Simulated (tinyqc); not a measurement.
Isotherms: adsorption as a lattice gas: isotherms with interactions, competition, desorption peaks and saturation dose. Computed by tinyqc, a small Python program. Command: `OMP_NUM_THREADS=1 python tinyqc.py 3009931 3009932 out.jsonl adsorb walk`. One thread of a shared host (Intel(R) Xeon(R) Processor @ 2.30GHz), about 0.2 s of CPU time with the checks.

One adsorbate per site; a molecule needs 1 empty site. Gas and surface have the same temperature.

Inputs (values chosen for the exercise, for a model surface):
```
quantity                             value    unit
desorption energy E                   1.66      eV
prefactor nu                       1.2e+14     1/s
pair energy w (positive repels)     -0.016      eV
neighbours z                             4       -
site density N_s                        13  1/nm^2
molecular mass M                       156       u
sticking coefficient s0              0.017       -
temperature T                          537       K
pressure p                          0.0066      Pa
blocking by a second gas, K_B p_B       18       -
```

Adsorption: molecular (first order).

Constants: u = 1.6605390666e-27 kg; k_B = 1.380649e-23 J/K; k_B = 8.617333262e-05 eV/K.

Method. Flux F = p/sqrt(2 pi M k_B T); k_d = nu exp(-E/(k_B T)); s0 F (1 - theta) = N_s k_d theta, so y = s0 F/(N_s k_d), theta = y/(1 + y). With a second gas on the same sites theta = y/(1 + y + K_B p_B). With u = w/(k_B T). Mean field: theta/(1 - theta) = y exp(-z u theta). Quasi-chemical: theta/(1 - theta) = y [(r - 1 + 2 theta)(1 - theta)/((r + 1 - 2 theta) theta)]^(-z/2) exp(-z u/2), r = sqrt(1 - 4 theta (1 - theta)(1 - exp(-u))).

u = -0.345758

Coverage; the first column is ln y - z u/2:
```
ln y - z u/2  no interaction  mean field  quasi-chemical
-5.0                 0.00336     0.00338         0.00338
-3.0                 0.02433     0.02517         0.02533
-2.0                 0.06348     0.06943         0.07046
-1.0                 0.15558     0.19420         0.19885
-0.5                 0.23299     0.32150         0.32701
0.0                  0.33370     0.50000         0.50000
0.5                  0.45227     0.67850         0.67299
1.0                  0.57651     0.80580         0.80115
2.0                  0.78726     0.93057         0.92954
3.0                  0.90958     0.97483         0.97467
5.0                  0.98672     0.99662         0.99662
```

What does the comparison show, and why?

At half coverage the slope d theta/d ln y is 1/4 without interaction, 1/(4 + z u) = 0.382 in mean field and 0.366 in the pair theory, 1/[4 + 2 z (exp(u/2) - 1)]. Attraction steepens the filling towards a step; the two theories differ by at most 0.0055 in these rows.
